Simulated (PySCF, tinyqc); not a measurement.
RHF in the 3-21g basis, for H3+, spin multiplicity 1, step by step. The lowest restricted solution is unstable here: a spin-polarised one lies 0.0209 hartree lower (PySCF). One step of it, computed by the program tinyqc.

Task: Iteration 19 (converged): orbitals. Diagonalise F' = X^T F X, C = X C', fill 1 alpha and 1 beta electrons from the bottom; D = 2 C_occ C_occ^T. Each column has its largest component positive (the first on a tie).

converged F (hartree), lower triangle:
```
           1H 1s      1H 2s      2H 1s      2H 2s      3H 1s      3H 2s
1H 1s  -0.055139
1H 2s  -0.588631  -0.613606
2H 1s  -0.182245  -0.309064  -0.041914
2H 2s  -0.318524  -0.410242  -0.487810  -0.445654
3H 1s  -0.182245  -0.309064  -0.034259  -0.071964  -0.041914
3H 2s  -0.318524  -0.410242  -0.071964  -0.151736  -0.487810  -0.445654
```

X, lower triangle:
```
           1H 1s      1H 2s      2H 1s      2H 2s      3H 1s     3H 2s
1H 1s   1.256904
1H 2s  -0.535605   1.644072
2H 1s   0.024218   0.042581   1.241149
2H 2s   0.054529  -0.453730  -0.485540   1.422518
3H 1s   0.024218   0.042581  -0.001908  -0.007854   1.241149
3H 2s   0.054529  -0.453730  -0.007854   0.131712  -0.485540  1.422518
```

Give: F' = X^T F X; orbital energies; coefficients C; D after iteration 19.

Result:

F' = X^T F X (hartree), lower triangle:
```
         1        2        3        4        5       6
1   0.4773
2  -0.6850   0.0039
3  -0.0221  -0.1023   0.3975
4  -0.0804  -0.1986  -0.5784   0.0078
5  -0.0221  -0.1023  -0.0175  -0.0021   0.3975
6  -0.0804  -0.1986  -0.0021  -0.0135  -0.5784  0.0078
```

orbital energies (hartree): MO1 -0.7778, MO2 -0.3909, MO3 -0.1405, MO4 0.8019, MO5 0.8272, MO6 0.9718

coefficients C:
```
          MO1      MO2      MO3      MO4      MO5      MO6
1H 1s  0.2253   0.0000   0.2188   0.0424   0.0000  -1.3317
1H 2s  0.4678   0.0000   0.9453  -0.5255   0.0000   1.4201
2H 1s  0.1645   0.2366  -0.1777  -0.9121   0.9114  -0.0385
2H 2s  0.2300   0.5459  -0.6724   0.9617  -0.8057  -0.3295
3H 1s  0.1645  -0.2366  -0.1777  -0.9121  -0.9114  -0.0385
3H 2s  0.2300  -0.5459  -0.6724   0.9617   0.8057  -0.3295
```

D after iteration 19, lower triangle:
```
        1H 1s   1H 2s   2H 1s   2H 2s   3H 1s   3H 2s
1H 1s  0.1016
1H 2s  0.2108  0.4376
2H 1s  0.0741  0.1539  0.0541
2H 2s  0.1036  0.2151  0.0757  0.1058
3H 1s  0.0741  0.1539  0.0541  0.0757  0.0541
3H 2s  0.1036  0.2151  0.0757  0.1058  0.0757  0.1058
```
